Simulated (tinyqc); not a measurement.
Comparisons within one model: cyclotron resonance of ellipsoidal valleys, Ge type. A value that a table varies takes the place of the one given here.

Valleys along [111], [-111], [1-11], [11-1], mass ml along the axis and mt across it. B lies in the (1-10) plane, b = (sin(theta)/sqrt2, sin(theta)/sqrt2, cos(theta)). For the angle phi between B and the axis, 1/mc^2 = cos^2(phi)/mt^2 + sin^2(phi)/(mt ml). Resonance: h nu = 2 muB B/mc, h = 2 pi hbar.

Constants: hbar = 6.58211957e-16 eV s; muB = 5.788381798e-05 eV/T.

Inputs chosen for the exercise (near those of Ge; shifted at random, so the results belong to these values and not to a real crystal):
- ml = 1.543 m0 (longitudinal mass)
- mt = 0.083 m0 (transverse mass)
- ths = (0, 10, 25, 35, 55, 70, 90) degrees (angles)
- g1 = 13.3 (Luttinger gamma1)
- g2 = 4.2 (gamma2)
- g3 = 5.61 (gamma3)
- theta = 24 degrees (angle of B from [001] towards [110])
- nu = 70 GHz (microwave frequency)

## Rotating the field

mc against theta; [-111] and [1-11] stay equal in this plane.

Cyclotron masses (m0):
```
theta (degrees),[111],[-111],[11-1]
0,0.1366,0.1366,0.1366
10,0.1139,0.1384,0.1745
25,0.0948,0.1484,0.2867
35,0.0879,0.1611,0.3578
55,0.0830,0.2091,0.2064
70,0.0859,0.2756,0.1381
90,0.1003,0.3579,0.1003
```

What can be read from the table?

All valleys give one line at theta = 0, B along [001], with mc = 0.1366. The [111] valley reaches mt at 54.7 degrees, and [11-1] reaches its largest value sqrt(ml mt) = 0.3579 at 35.3 degrees, where B is perpendicular to it; the listed maximum of that branch is 0.3578. The pair [-111], [1-11] reaches the same value at 90 degrees.

## Heavy and light holes (cyclotron masses of warped hole bands)

E = c k^2 f(n) with f = g1 -/+ 2 sqrt(g2^2 + 3 (g3^2 - g2^2)(nx^2 ny^2 + ny^2 nz^2 + nz^2 nx^2)). For the orbit through k = 0 perpendicular to b = (sin(theta)/sqrt2, sin(theta)/sqrt2, cos(theta)), mc is the mean of 1/f over the directions n in that plane (180 evenly spaced angles). Quantum effects of the lowest levels are left out.

Cyclotron masses (m0):
```
theta (degrees),heavy,light
0,0.2765,0.0439
10,0.2836,0.0437
25,0.3173,0.0429
35,0.3453,0.0424
55,0.3684,0.0419
70,0.3644,0.0421
90,0.3609,0.0424
```

How do the results move?

The heavy mass varies by 33 % over the table, with its largest listed value at 55 degrees ([111] lies at 54.7) and its smallest at 0; the light mass varies by 4.8 %. The warping term enters both with the same size, but it is set against a small inverse mass in one and a large one in the other (along [111], g1 - 2 g3 = 2.08 and g1 + 2 g3 = 24.52).

## What each parameter does

Resonance fields B = h nu mc/(2 muB) of the valleys [111], [-111] and [11-1]. Each row changes one parameter from the base and keeps the others.

Results:
```
case,[111] (T),[-111] (T),[11-1] (T)
base,0.2392,0.3686,0.6923
ml = 1.774 m0,0.2395,0.3716,0.7198
mt = 0.075 m0,0.2163,0.3351,0.6436
theta = 28 degrees,0.2308,0.3791,0.7906
nu = 77 GHz,0.2631,0.4055,0.7615
```

What can be read from the table?

The largest shifts from the base row, up to three for each result and ties (the steps differ in size, so this ranks the rows, not the parameters). [111] (T): nu +0.0239, mt -0.0229, theta -0.0084. [-111] (T): nu +0.0369, mt -0.0335, theta +0.0105. [11-1] (T): theta +0.0984, nu +0.0692, mt -0.0486.

Computed by tinyqc, a small Python program: `OMP_NUM_THREADS=1 python tinyqc.py 1252675 1252676 out.jsonl` (the numbers bound the seed that draws the inputs); one thread of a shared host (Intel(R) Xeon(R) Processor @ 2.30GHz), about 0.01 s for the whole set of steps.
